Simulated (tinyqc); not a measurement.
Tight binding, kagome lattice, step by step. Computed by tinyqc, a small Python program that keeps every step. Settings: t1 = 1.33, t2 = 1.33, delta = -0.65, bands filled = 2. Command: `OMP_NUM_THREADS=1 python tinyqc.py 27699 27700 out.jsonl` (the two numbers bound the seeds that draw the settings). One thread of a shared host (Intel(R) Xeon(R) Processor @ 2.60GHz), about 0.01 s of CPU time with the checks.

## Bloch Hamiltonian at k

Parameters chosen for this model:
```
parameter      value                unit
t1          1.330000    eV, up triangles
t2          1.330000  eV, down triangles
delta      -0.650000        eV on site C
```

k point k (fractions of the reciprocal vectors): 0.11000  0.18000

H_AB = -t1 - t2 exp(-i k.a1), H_AC = -t1 - t2 exp(-i k.a2), H_BC = -t1 - t2 exp(i k.(a1 - a2)), H_CC = delta.

H(k) at k (eV), lower triangle (Hermitian):
```
                   A                  B         C
A            0.00000
B  -2.35478-0.84777i            0.00000
C  -1.89629-1.20342i  -2.53342-0.56629i  -0.65000
```

## Levels at k

Diagonalise the Hermitian matrix.

eigenvalues (eV): -5.12616  1.90605  2.57010

weights |c|^2 of the basis functions:
```
    band 1   band 2   band 3
A  0.29945  0.39979  0.30076
B  0.33076  0.03686  0.63238
C  0.36979  0.56335  0.06686
```

## Bloch Hamiltonian at K

k point K (fractions of the reciprocal vectors): 0.33333  0.66667

As before.

H(k) at K (eV), lower triangle (Hermitian):
```
                   A                  B         C
A            0.00000
B  -0.66500-1.15181i            0.00000
C  -0.66500+1.15181i  -0.66500-1.15181i  -0.65000
```

## Levels at K

As before.

eigenvalues (eV): -1.78554  -1.33000  2.46554

weights |c|^2 of the basis functions:
```
    band 1   band 2   band 3
A  0.13356  0.50000  0.36644
B  0.13356  0.50000  0.36644
C  0.73288  0.00000  0.26712
```

## Bands along a path

The same steps at evenly spaced points between the labelled ones.

Bands along the path (eV):
```
k            band 1    band 2   band 3
G          -5.54874   2.23874  2.66000
G-K 0.33   -4.91895   1.68149  2.58745
G-K 0.67   -3.31929   0.13516  2.53413
K          -1.78554  -1.33000  2.46554
K-M 0.33   -2.39361  -0.67546  2.41907
K-M 0.67   -2.84627  -0.17833  2.37460
M          -3.00478         0  2.35478
M-K' 0.33  -2.84627  -0.17833  2.37460
M-K' 0.67  -2.39361  -0.67546  2.41907
K'         -1.78554  -1.33000  2.46554
```

With 2 band(s) filled, the highest filled level on these points lies at G and the lowest empty one at M: a gap of 0.1160 eV, indirect.
